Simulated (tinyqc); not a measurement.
Band offset of a heterojunction with an interface dipole (two-band chains, self-consistent charge): one step. Levels and site charges. Five cases, with inputs chosen for the exercise.

Question. Diagonalise, fill the lower half with two electrons each, and sum the electrons on the left (L) less one a site.

Give: levels; electrons on the sites; q.

Case 1.

H (eV), lower triangle:
```
           AL1        CL1        AL2        CL2        AR1        CR1        AR2       CR2
AL1  -0.700000
CL1  -2.740000   0.700000
AL2          0  -2.740000  -0.700000
CL2          0          0  -2.740000   0.700000
AR1          0          0          0  -2.269626  -2.085000
CR1          0          0          0          0  -1.880000   0.225000
AR2          0          0          0          0          0  -1.880000  -2.085000
CR2   2.269626          0          0          0          0          0  -1.880000  0.225000
```

Answer.

levels (eV): -5.0271  -4.6460  -2.7920  -2.1910  1.2699  1.5184  3.3497  4.7981

electrons on the sites: AL1 1.2070, CL1 0.7027, AL2 1.2200, CL2 0.6591, AR1 1.4704, CR1 0.5948, AR2 1.4752, CR2 0.6709

q = -0.2112 electrons

Electrons move to the right, the side whose mid-gap lies lower.

Case 2.

H (eV), lower triangle:
```
           AL1        CL1        AL2        CL2        AL3        CL3        AR1        CR1        AR2        CR2
AL1  -0.365000
CL1  -1.740000   0.365000
AL2          0  -1.740000  -0.365000
CL2          0          0  -1.740000   0.365000
AL3          0          0          0  -1.740000  -0.365000
CL3          0          0          0          0  -1.740000   0.365000
AR1          0          0          0          0          0  -1.699529  -0.150000
CR1          0          0          0          0          0          0  -1.660000   1.130000
AR2          0          0          0          0          0          0          0  -1.660000  -0.150000
CR2          0          0          0          0          0          0          0          0  -1.660000   1.130000
AR3          0          0          0          0          0          0          0          0          0  -1.660000
CR3   1.699529          0          0          0          0          0          0          0          0          0

           AR3       CR3
AR3  -0.150000
CR3  -1.660000  1.130000
```

Answer.

levels (eV): -3.3062  -2.9454  -2.2421  -2.1409  -0.7953  -0.7309  1.0820  1.4203  2.6467  2.7608  3.4762  3.7149

electrons on the sites: AL1 1.2943, CL1 0.7963, AL2 1.2596, CL2 0.8033, AL3 1.2571, CL3 0.8112, AR1 1.2507, CR1 0.6422, AR2 1.3046, CR2 0.6389, AR3 1.3072, CR3 0.6347

q = 0.2218 electrons

Electrons move to the left, the side whose mid-gap lies lower.

Case 3.

H (eV), lower triangle:
```
           AL1        CL1        AL2        CL2        AL3        CL3        AR1        CR1        AR2        CR2
AL1  -0.580000
CL1  -2.780000   0.580000
AL2          0  -2.780000  -0.580000
CL2          0          0  -2.780000   0.580000
AL3          0          0          0  -2.780000  -0.580000
CL3          0          0          0          0  -2.780000   0.580000
AR1          0          0          0          0          0  -2.310325  -1.490000
CR1          0          0          0          0          0          0  -1.920000   4.070000
AR2          0          0          0          0          0          0          0  -1.920000  -1.490000
CR2          0          0          0          0          0          0          0          0  -1.920000   4.070000
AR3          0          0          0          0          0          0          0          0          0  -1.920000
CR3   2.310325          0          0          0          0          0          0          0          0          0

           AR3       CR3
AR3  -1.490000
CR3  -1.920000  4.070000
```

Answer.

levels (eV): -5.1982  -4.2035  -3.0243  -2.9472  -1.8388  -1.1320  1.6236  3.3105  4.6912  4.8052  5.6153  6.0383

electrons on the sites: AL1 1.3752, CL1 0.7620, AL2 1.2908, CL2 0.7568, AL3 1.2846, CL3 0.7102, AR1 1.5810, CR1 0.2400, AR2 1.7399, CR2 0.2490, AR3 1.7379, CR3 0.2726

q = 0.1796 electrons

Electrons move to the left, the side whose mid-gap lies lower.

Case 4.

H (eV), lower triangle:
```
           AL1        CL1        AL2        CL2        AR1        CR1        AR2       CR2
AL1  -1.690000
CL1  -1.910000   1.690000
AL2          0  -1.910000  -1.690000
CL2          0          0  -1.910000   1.690000
AR1          0          0          0  -2.163215  -4.760000
CR1          0          0          0          0  -2.450000   1.420000
AR2          0          0          0          0          0  -2.450000  -4.760000
CR2   2.163215          0          0          0          0          0  -2.450000  1.420000
```

Answer.

levels (eV): -6.9098  -5.6689  -3.5309  -2.5052  2.0575  2.1377  3.7878  3.9519

electrons on the sites: AL1 1.5532, CL1 0.3782, AL2 1.5823, CL2 0.3259, AR1 1.7355, CR1 0.3106, AR2 1.7173, CR2 0.3970

q = -0.1604 electrons

Electrons move to the right, the side whose mid-gap lies lower.

Case 5.

H (eV), lower triangle:
```
           AL1        CL1        AL2        CL2        AR1        CR1        AR2       CR2
AL1  -1.630000
CL1  -2.680000   1.630000
AL2          0  -2.680000  -1.630000
CL2          0          0  -2.680000   1.630000
AR1          0          0          0  -2.714774  -5.925000
CR1          0          0          0          0  -2.750000   3.145000
AR2          0          0          0          0          0  -2.750000  -5.925000
CR2   2.714774          0          0          0          0          0  -2.750000  3.145000
```

Answer.

levels (eV): -8.0789  -6.9463  -4.5477  -2.7658  2.4430  3.6018  5.0763  5.6577

electrons on the sites: AL1 1.5253, CL1 0.4915, AL2 1.4787, CL2 0.4104, AR1 1.7726, CR1 0.2251, AR2 1.7877, CR2 0.3087

q = -0.0941 electrons

Electrons move to the right, the side whose mid-gap lies lower.

Computed by tinyqc, one run a case: `OMP_NUM_THREADS=1 python tinyqc.py N N+1 out.jsonl` with N = 1451204, 1451287, 1451323, 1451354, 1451440; one thread of a shared Intel(R) Xeon(R) Processor @ 2.30GHz, about 0.4 s a run at most.
